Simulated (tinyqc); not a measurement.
Trench capacitor in an array: capacitance, non-linearity, leakage and relaxation: two steps of the calculation.

A film between two metal electrodes, each interface adding a series capacitance ci. The small-signal permittivity is ek (1 + aq E^2); the field is found with the linear permittivity. Leakage J = J0 sinh(E/Ef). After a voltage step the film passes a relaxation current kr C V tt^(-nr), tt being the time in seconds. The sidewall is a coaxial capacitor with radii a = dm/2 - t and b = dm/2, depth AR dm; the end face is left out.

Inputs (values chosen for the exercise); permittivity of the order of that of hafnium oxide: relative permittivity of the film ek = 19.1; film thickness t = 7.8 nm; capacitance of each electrode interface (dead layer and screening) ci = 1000 uF/cm^2; quadratic field coefficient of the permittivity aq = 0.01 cm^2/MV^2; bias V = 1.2 V; leakage prefactor J0 = 5.6e-10 A/cm^2; field for an e-fold rise of the leakage Ef = 0.33 MV/cm; diameter of the hole dm = 90 nm; aspect ratio, depth over diameter AR = 20; pitch of the square array pt = 130 nm; resistivity of the inner electrode rho = 1700 uohm cm.

Constants: eps0 = 8.8541878128e-14 F/cm where lengths are in cm. Results are converted to the units shown.

Task 1. Planar capacitance, field and non-linearity. Planar film: Cf = eps0 ek/t, 1/C = 1/Cf + 2/ci, EOT = 3.9 eps0/C, effective permittivity C t/eps0, E = (V/t) C/Cf; quadratic coefficient [C(V)/C - 1]/V^2 with Cf (1 + aq E^2) in C(V).

Wanted: Cf; C; EOT; effective permittivity; E; quadratic coefficient; J.

Result 1.

Cf = 2.1681 uF/cm^2
C = 2.1588 uF/cm^2
EOT = 1.5996 nm
effective permittivity = 19.018
E = 1.5318 MV/cm
quadratic coefficient = 16223 ppm/V^2
J = 2.9044e-8 A/cm^2

The interfaces take 0.432 % of the voltage.

Task 2. Cell capacitance, fields and time constant. Per length 1/c = ln(b/a)/(2 pi eps0 ek) + (1/a + 1/b)/(2 pi ci); cell capacitance c AR dm; per footprint over pt^2; fields c V/(2 pi eps0 ek r) at r = a and b; resistance of the inner electrode rho AR dm/(pi a^2); time constant R C/3 of the distributed line.

Wanted: a; b; cell capacitance; capacitance per footprint; field at a; field at b; R; R C/3.

Result 2.

a = 37.20 nm
b = 45.00 nm
cell capacitance = 10.00 fF
capacitance per footprint = 59.20 uF/cm^2
field at a = 1.687 MV/cm
field at b = 1.395 MV/cm
R = 7.039 kohm
R C/3 = 23.47 ps

The array gives 27.4 times the planar capacitance per footprint; curvature makes the field at the inner electrode 1.10 times the planar value.

Program tinyqc, `OMP_NUM_THREADS=1 python tinyqc.py 2102019 2102020 out.jsonl`; Intel Xeon 2.30GHz, shared host, one thread, about 0.01 s.
